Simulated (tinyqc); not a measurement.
# Thermoelectric coefficients with electrons and holes, Landauer integrals: what changes with what

Bulk parabolic band, x = (E - Ec)/kB T, C = hbar^2/(2 m0), kB T in eV. Modes per area gv m kB T x/(4 pi C) times the back-scattering length l0 x^rr give the transport function s0 X(x), s0 = (2 q^2/h) gv m kB T l0/(4 pi C), X = x^(1 + rr). Holes have the same form with the prefactor bb s0 and the reduced level -eta - xg in place of eta. I_k = int X (x - eta)^k w dx, w = 1/(4 cosh^2((x - eta)/2)).

Parameters, values chosen for the exercise: temperature T = 500 K; mass of one valley m = 0.5 m0; valleys gv = 2; back-scattering length at x = 1 l0 = 12 nm; energy exponent of that length rr = 0; lattice thermal conductivity kL = 1.9 W/(m K); reduced Fermi level (EF - Ec)/kB T eta = -1.5; gap over kB T xg = 5.8; ratio of the hole prefactor to the electron prefactor bb = 0.33.

Constants: q = 1.602176634e-19 C, kB = 1.380649e-23 J/K, hbar = 1.054571817e-34 J s, h = 6.62607015e-34 J s, m0 = 9.1093837015e-31 kg, Vt = kB T/q, hbar^2/(2 m0) = 0.0380998212 eV nm^2. Results are converted to the units shown.

Each table varies one quantity; the others keep the values above.

## Effect of the Fermi level

sigma = s0 I_0, S = -(kB/q) I_1/I_0, Lorenz number L = (kB/q)^2 [I_2/I_0 - (I_1/I_0)^2], kappa_e = L sigma T. With both bands: sigma = sigma_n + sigma_p, S = (sigma_n S_n + sigma_p S_p)/sigma with S_p = +(kB/q) I_1/I_0 of the holes, and kappa_e is the sum of L sigma T of both bands and the bipolar term sigma_n sigma_p (S_p - S_n)^2 T/sigma. Power factor S^2 sigma, ZT = S^2 sigma T/(kappa_e + kL). The integrals are converged.

Effect of the Fermi level:

| eta | sigma (S/cm) | S (uV/K) | kappa_e (W/(m K)) | power factor (mW/(m K^2)) | ZT |
|---|---|---|---|---|---|
| -7.8 | 587.63 | 111.83 | 0.56099 | 0.73490 | 0.14931 |
| -6.6 | 324.50 | 157.18 | 0.32151 | 0.80175 | 0.18045 |
| -5.4 | 145.43 | 207.67 | 0.25309 | 0.62717 | 0.14564 |
| -4.2 | 63.233 | 150.26 | 0.41188 | 0.14277 | 0.030878 |
| -3 | 56.955 | -189.94 | 0.46206 | 0.20549 | 0.043497 |
| -1.8 | 133.01 | -302.06 | 0.27564 | 1.2136 | 0.27891 |
| -0.6 | 367.58 | -240.24 | 0.34431 | 2.1215 | 0.47265 |
| 0.6 | 868.56 | -169.97 | 0.74565 | 2.5093 | 0.47423 |
| 1.8 | 1634.3 | -118.91 | 1.5007 | 2.3107 | 0.33973 |
| 3 | 2550.9 | -86.076 | 2.5345 | 1.8900 | 0.21310 |
| 4.2 | 3526.7 | -65.368 | 3.7273 | 1.5070 | 0.13390 |

sigma goes from 588 through a minimum of 57.0 (at eta = -3 among the rows listed) to 3530 S/cm, and S moves up and down between -302 and 208 uV/K. Among the rows the power factor is largest at eta = 0.6 and ZT, 0.474, at eta = 0.6, where S = -170 uV/K. S changes sign inside the gap, where the electron and hole terms cancel.

## Effect of the gap

Same model as above.

Results:

| xg | sigma (S/cm) | S (uV/K) | kappa_e (W/(m K)) | power factor (mW/(m K^2)) | ZT | bipolar kappa (W/(m K)) |
|---|---|---|---|---|---|---|
| 1 | 437.5 | -11.57 | 1.577 | 0.005852 | 8.416e-4 | 1.225 |
| 2.4 | 262.7 | -104.1 | 1.202 | 0.2846 | 0.04588 | 1.001 |
| 3.8 | 194.9 | -217.7 | 0.6836 | 0.9241 | 0.1788 | 0.5355 |
| 5.1 | 176.0 | -276.9 | 0.3587 | 1.349 | 0.2986 | 0.2248 |
| 6.5 | 170.4 | -300.5 | 0.2063 | 1.539 | 0.3653 | 0.07661 |
| 7.9 | 169.0 | -307.7 | 0.1531 | 1.600 | 0.3896 | 0.02446 |
| 10.6 | 168.6 | -310.2 | 0.1308 | 1.622 | 0.3995 | 0.002474 |
| 12 | 168.5 | -310.4 | 0.1290 | 1.624 | 0.4002 | 7.320e-4 |

Estimate the missing row, xg = 9.2.

Computed row:

| xg | sigma (S/cm) | S (uV/K) | kappa_e (W/(m K)) | power factor (mW/(m K^2)) | ZT | bipolar kappa (W/(m K)) |
|---|---|---|---|---|---|---|
| 9.2 | 168.7 | -309.6 | 0.1366 | 1.617 | 0.3970 | 0.008208 |

With this row back in the table: S falls from -11.6 to -310 uV/K, the bipolar kappa falls from 1.22 to 7.32e-4 W/(m K), and ZT rises from 8.42e-4 to 0.400. ZT is within 5 % of its last value from xg = 7.9 on among the rows.

Range of the model: Parabolic bands, elastic scattering and a fixed kL make these model figures, not those of a material.

Program tinyqc, `OMP_NUM_THREADS=1 python tinyqc.py 2800045 2800046 out.jsonl`; Intel Xeon 2.30GHz, shared host, one thread, about 0.03 s.
